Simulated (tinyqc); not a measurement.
# Frequency dispersion of an accumulation capacitance by border traps, distributed model: capacitance and loss against frequency

Traps spread evenly through the insulator exchange electrons with the semiconductor by tunnelling, with tau(x) = t0 exp(2 ka x) at depth x from the interface. The admittance per area Y seen at depth x obeys dY/dx = -Y^2/(i w eps0 eox) + q Nb ln(1 + i w tau)/tau, with Y(0) = i w Cs and w = 2 pi f; the gate sees Y(tox) = G + i w C. Working variable y = Y/(i w), in uF/cm^2. Cox = eps0 eox/tox.

Cox; trap-free value 1/(1/Cox + 1/Cs); response depth d = ln(1/(w t0))/(2 ka), where w tau = 1; lumped estimate: all traps within d act as C_bt = q Nb d placed at d/2, so C = 1/{1/[1/(1/Cs + d/(2 eps0 eox)) + C_bt] + (tox - d/2)/(eps0 eox)}. C and G from a fine integration; dispersion -d C/d log10 f over C, from f times and over 1.1. For a broad spread of time constants G/w is close to -(pi/2) dC/d ln w.

Parameters, values chosen for the exercise; permittivity close to that of silicon dioxide: relative permittivity of the insulator eox = 3.78; insulator thickness tox = 3.8 nm; semiconductor capacitance in accumulation Cs = 7.4 uF/cm^2; density of border traps Nb = 1.8e19 cm^-3 eV^-1; decay constant of the wave function in the insulator ka = 6.2 1/nm; time constant of a trap at the interface t0 = 3e-9 s.

Constants: q = 1.602176634e-19 C, eps0 = 8.8541878128e-14 F/cm where lengths are in cm. Results are converted to the units shown.

The same in every row: trap-free C (uF/cm^2) = 0.7871.

Capacitance and loss against frequency:
```
f (Hz),d (nm),C (uF/cm^2),G/w (uF/cm^2),dispersion (% a decade),-(pi/2) dC/d ln w (uF/cm^2),lumped C (uF/cm^2)
10,1.249,0.8151,0.005852,1.050,0.005836,0.8083
100,1.063,0.8074,0.004768,0.8629,0.004753,0.8024
1000,0.8773,0.8012,0.003786,0.6899,0.003770,0.7976
10000,0.6916,0.7963,0.002908,0.5322,0.002891,0.7938
1e5,0.5060,0.7926,0.002135,0.3918,0.002118,0.7910
1e6,0.3203,0.7900,0.001473,0.2703,0.001457,0.7890
1e7,0.1346,0.7883,9.150e-4,0.1691,9.092e-4,0.7877
```

C falls from 0.8151 to 0.7883 uF/cm^2, towards the trap-free 0.7871; each decade of frequency removes ln 10/(2 ka) = 0.186 nm from the response depth. The dispersion falls from 1.05 to 0.169 % a decade and G/w falls from 0.00585 to 9.15e-4 uF/cm^2. G/w lies between 1.00 and 1.01 times -(pi/2) dC/d ln w, the relation for a broad spread of time constants.

Program tinyqc, `OMP_NUM_THREADS=1 python tinyqc.py 2202048 2202049 out.jsonl`; Intel Xeon 2.30GHz, shared host, one thread, about 0.5 s.
